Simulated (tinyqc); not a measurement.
Error of the time step: velocity overshoot from momentum and energy balance equations after a field step. Computed by tinyqc, a small Python program. Command: `OMP_NUM_THREADS=1 python tinyqc.py 3017518 3017519 out.jsonl overshoot walk`. One thread of a shared host (Intel(R) Xeon(R) Processor @ 2.30GHz), about 0.06 s of CPU time with the checks.

At t = 0 the field jumps from 0 to F in a uniform sample. v is the drift velocity and u = w - (3/2) k_B T the excess energy per carrier.

Inputs (values chosen for the exercise, modelled on electrons in 4H-SiC except for tau_E): effective mass m = 0.36 m_0; low-field mobility mu_0 = 810 cm^2/(V s); saturation velocity v_s = 2 1e7 cm/s; energy relaxation time tau_E = 0.52 ps; field after the step F = 140 kV/cm; lattice temperature T = 300 K; time step dt = 2.1 fs.

Scheme: explicit Euler.

Constants: m_0 = 9.1093837015e-31 kg; e = 1.602176634e-19 C; k_B = 8.617333262e-05 eV/K.

Method:
- dv/dt = e F/m - v/tau_m(u), du/dt = e F v - u/tau_E, tau_m(u) = tau_0/(1 + c u), tau_0 = m mu_0/e, c = mu_0/(e tau_E v_s^2); this choice gives the steady state v (1 + mu_0 F v/v_s^2) = mu_0 F, which saturates at v_s. Steady velocity v = 2 mu_0 F/(1 + sqrt(1 + 4 (mu_0 F/v_s)^2)); u = e F v tau_E; carrier temperature T + 2u/(3 k_B), neglecting the drift energy m v^2/2.
- Step: v_new = v + dt (e F/m - v/tau_m(u)), u_new = u + dt (e F v - u/tau_E). Start v = u = 0; the distance adds dt (v + v_new)/2.
- The peak velocity is recomputed with dt/2 and dt/4 and by an adaptive Runge-Kutta method (tolerance 1e-9).

tau_0 = 165.793 fs

acceleration e F/m = 0.0683986 1e7 cm/s per fs

c = 3.89423 1/eV

steady velocity = 1.83139 1e7 cm/s

Peak velocity:
```
step      v_peak (1e7 cm/s)  error (%)
dt                   4.3287     1.1776
dt/2                 4.3032     0.5824
dt/4                 4.2907     0.2896
adaptive             4.2783     0.0000
```

The explicit scheme puts the peak 1.18 % too high; halving dt divides the error by 2.02, as a first-order method should. Caution: the excess energy exceeds 0.5 eV, where non-parabolicity, upper valleys and impact ionisation matter.

Extremes, crossings and ranges named in words are read from the listed rows.
